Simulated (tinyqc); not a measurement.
Alloy A(1-x)B(x) by interpolation with bowing, step by step. Values are carried at full precision from step to step, so a last printed digit may differ when a step is redone from the rounded ones.

Each gap follows E(x) = (1 - x) E_A + x E_B - C x (1 - x); the lattice constant follows Vegard, a(x) = (1 - x) a_A + x a_B.

Constants: hc = 1239.841984 eV nm; kB = 8.617333262e-05 eV/K.

Parameters, chosen for this exercise (A near GaSb, B near GaAs; the results hold for these values, not for the real material): a = (6.093, 5.656) angstrom (lattice constant of A, B); x = 0.85 (fraction of B); Eg = (0.802, 1.517) eV (gap at Gamma to the s-like level of A, B); EgX = (1.134, 1.966) eV (gap to the lowest valley along Gamma-X of A, B); EgL = (0.881, 1.789) eV (gap to L of A, B); C = (1.288, 1.238, 1.114) eV (bowing of the Gamma, X and L gaps); Dso = (0.749, 0.344) eV (spin-orbit splitting of A, B); Ep = (26.7, 25.5) eV (Kane energy of A, B); me = (0.0384, 0.067) m0 (electron mass at Gamma of A, B); Cs = 0.6 eV (bowing of Dso); md = (0.055, 0.95, 0.54) m0 (density-of-states masses of Gamma, all X and all L valleys); T = 77 K (temperature).

## Gaps and lattice constant at x

Also give the wavelength hc/E of the lowest gap.

a(x) = 5.7215 angstrom

linear parts (eV): Gamma 1.4098, X 1.8412, L 1.6528

bowing terms C x (1 - x) (eV): Gamma 0.1642, X 0.1578, L 0.1420

gaps (eV): Gamma 1.2455, X 1.6834, L 1.5108

wavelength of the lowest gap = 995.4 nm

The lowest valley is Gamma, so the gap is direct; the next, L, lies 265 meV higher.

## Where the valleys cross

The difference of two gaps is a quadratic q2 x^2 + q1 x + q0 with q2 = C_i - C_j, q1 = (E_B - E_A - C)_i - (E_B - E_A - C)_j, q0 = E_A,i - E_A,j; give its roots between 0 and 1 (a dash: none).

Crossings:
```
pair        q2      q1      q0  first root  second root
Gamma-X  0.050  -0.167  -0.332           -            -
Gamma-L  0.174  -0.367  -0.079           -            -
X-L      0.124  -0.200   0.253           -            -
```

The lowest valley is Gamma at every x.

## Electron mass of the alloy

Mass at Gamma from the Kane formula 1/m = F + Ep (Eg + 2 Dso/3)/(Eg (Eg + Dso)). F is fixed by the masses of A and B and interpolated linearly, as is Ep; Eg and Dso carry their bowing.

Compare with the linear interpolation of the masses.

F of A, B: -1.8911  -0.8484

Ep, Eg, Dso at x (eV): 25.6800  1.2455  0.3282

m(x) from the Kane formula = 0.0550 m0
m(x) linear = 0.0627 m0

The Kane value lies 12.3 % below the linear one.

## Shares of the electrons in the valleys

Non-degenerate: n_i proportional to md_i^(3/2) exp(-E_i/kT).

md^(3/2): Gamma 0.0129, X 0.9259, L 0.3968

(E - E_min)/kT: Gamma 0.00, X 65.98, L 39.97

shares: Gamma 1.000, X 0.000, L 0.000

Gamma holds most electrons (100.0 %).

Computed by tinyqc, a small Python program: `OMP_NUM_THREADS=1 python tinyqc.py 1050936 1050937 out.jsonl` (the numbers bound the seed that draws the inputs); one thread of a shared host (Intel(R) Xeon(R) Processor @ 2.30GHz), about 0.01 s for the whole set of steps.
